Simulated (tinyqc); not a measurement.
## Inductance and parasitic capacitance from two readings

Inverse problem. A loss-free coil L in parallel with C shows the apparent inductance L/(1 - w^2 L C), w = 2 pi f. Find L, C and the self-resonance 1/(2 pi sqrt(L C)).

apparent inductance at 2.2 and 3.8 GHz (nH): 4.5728945  8.5946231

Answer. The inverse of the reading is 1/L - w^2 C, a straight line in w^2.

L = 3.70 nH
C = 270 fF
self-resonance = 5.04 GHz

tinyqc, about 0.01 s, one thread, Intel Xeon 2.30GHz (shared host): `OMP_NUM_THREADS=1 python tinyqc.py 2302040 2302041 out.jsonl`
